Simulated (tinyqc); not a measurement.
What a faster ramp buys: rapid thermal processing of a wafer: radiative balance, ramp and cooling, pattern effects, pyrometer error and spike budget. Computed by tinyqc, a small Python program. Command: `OMP_NUM_THREADS=1 python tinyqc.py 3110694 3110695 out.jsonl rtp walk`. One thread of a shared host (Intel(R) Xeon(R) Processor @ 2.30GHz), about 0.04 s of CPU time with the checks.

The wafer is opaque and uniform through its thickness unless said otherwise; temperatures in formulas are in kelvin (C + 273.15). sigma = 5.670374419e-12 W/(cm^2 K^4).

Inputs (values chosen for the exercise, modelled on a hot silicon wafer):
```
quantity                                              value         unit
wafer thickness d                                       525   micrometre
heat capacity per volume C                             2.15   J/(cm^3 K)
thermal conductivity k                                 0.29     W/(cm K)
emissivity eps of each face                             0.7            -
reflectivity of the chamber walls r                    0.37            -
gas heat-transfer coefficient h, both faces together    4.6  mW/(cm^2 K)
wall temperature T_w                                    700            K
process temperature                                    1070            C
starting temperature                                    450            C
ramp rate                                                25          K/s
activation energy of the process E_a                    2.7           eV
```

Constants: k_B = 8.617333262e-05 eV/K.

Method:
- Effective emissivity between parallel grey plates: eps_eff = 1/(1/eps + 1/(1 - r) - 1). Loss per area q(T) = 2 eps_eff sigma (T^4 - T_w^4) + h (T - T_w).
- Absorbed power during a ramp = q(T) + C d x ramp rate; thermal time constant tau = C d/(dq/dT), dq/dT = 8 eps_eff sigma T^3 + h; natural cooling rate q/(C d); front-to-back difference under one-sided heating at the end of the ramp = (absorbed power) d/(2 k).
- Cooling with the lamps off: C d dT/dt = -q(T), integrated adaptively (relative tolerance 1e-10).
- Spike anneal: linear ramp to the peak, then lamps off. Equivalent time at the peak = int exp(-(E_a/k_B)(1/T - 1/T_peak)) dt; estimate (k_B T^2/E_a)(1/ramp rate + 1/cooling rate). The ramp part uses 4000 trapezoid steps, the cooling part 4000 steps over 4 tau.

time constant tau = 1.90902 s

holding power q = 19.9173 W/cm^2

natural cooling rate = 176.454 K/s

Against the ramp rate:
```
ramp (K/s)  ramp part (s)  cooling part (s)  total (s)  power at the peak (W/cm^2)
10                 5.3186           0.35611     5.6747                       21.05
25                 2.1275           0.35611     2.4836                       22.74
50                 1.0637           0.35611     1.4198                       25.56
100                0.5319           0.35611     0.8880                       31.20
250                0.2127           0.35611     0.5689                       48.14
500                0.1064           0.35611     0.4625                       76.35
1000               0.0532           0.35611     0.4093                      132.79
```

From 10 to 100 K/s the total falls by a factor 6.4, from 100 to 1000 K/s by 2.17: the cooling part, 0.356 s, is a floor, and the natural cooling rate here is 176 K/s.

Extremes, crossings and ranges named in words are read from the listed rows.
